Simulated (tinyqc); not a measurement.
Dimension: statistics of electrons in three, two and one dimensions.

One band edge at E = 0, lambda = sqrt(4 pi c/(m1 kT)) with c = hbar^2/2m0. Densities with spin: n3 = (2/lambda^3) F_1/2(eta), n2 = (2/lambda^2) F_0(eta) with F_0 = ln(1 + exp(eta)), n1 = (2/lambda) F_-1/2(eta). F_j(eta) = (1/Gamma(j + 1)) integral_0^infinity x^j dx/(1 + exp(x - eta)), which tends to exp(eta) for eta << 0.

Constants: hbar^2/2m0 = 3.80998211 eV angstrom^2; kB = 8.617333262e-05 eV/K.

Inputs chosen for the exercise (out of a larger set: near those of GaN, lowest valleys alone; not measured data): m1 = 0.198 m0 (mass of one isotropic band with spin); T = 300 K; L = 50 angstrom (confinement length used to compare densities).

The last two columns turn the sheet and line densities into volume densities, n2/L and n1/L^2, over n3.

Densities:

| eta | n3 (1/cm^3) | n2 (1/cm^2) | n1 (1/cm) | (n2/L)/n3 | (n1/L^2)/n3 |
|---|---|---|---|---|---|
| -4 | 4.02e+16 | 3.88e+10 | 3.74e+04 | 1.93 | 3.72 |
| -2 | 2.86e+17 | 2.71e+11 | 2.56e+05 | 1.90 | 3.58 |
| -1 | 7.25e+17 | 6.70e+11 | 6.08e+05 | 1.85 | 3.36 |
| 0 | 1.69e+18 | 1.48e+12 | 1.25e+06 | 1.75 | 2.96 |
| 1 | 3.48e+18 | 2.81e+12 | 2.12e+06 | 1.61 | 2.44 |
| 4 | 1.44e+19 | 8.59e+12 | 4.52e+06 | 1.19 | 1.26 |
| 8 | 3.84e+19 | 1.71e+13 | 6.55e+06 | 0.892 | 0.683 |

Give the missing row, eta = 2.

Computed row:
```
eta  n3 (1/cm^3)  n2 (1/cm^2)  n1 (1/cm)  (n2/L)/n3  (n1/L^2)/n3
2       6.24e+18     4.55e+12   3.03e+06       1.46         1.94
```

lambda = 96.7 angstrom

Far below the edge all three follow exp(eta), and the ratios tend to lambda/L = 1.934 and its square. From eta = 4 to 8 the densities grow by 2.67, 1.99 and 1.45, near the powers 2^(3/2), 2 and 2^(1/2) that the densities of states E^(1/2), E^0 and E^(-1/2) give. One subband serves while EF stays several kT below the second, 8.8 kT up for hard walls; rows with a larger eta, if any, overfill it.

Run: tinyqc, `OMP_NUM_THREADS=1 python tinyqc.py 1680152 1680153 out.jsonl`; Intel(R) Xeon(R) Processor @ 2.30GHz, one thread, shared host; about 0.01 s of CPU time with all checks.
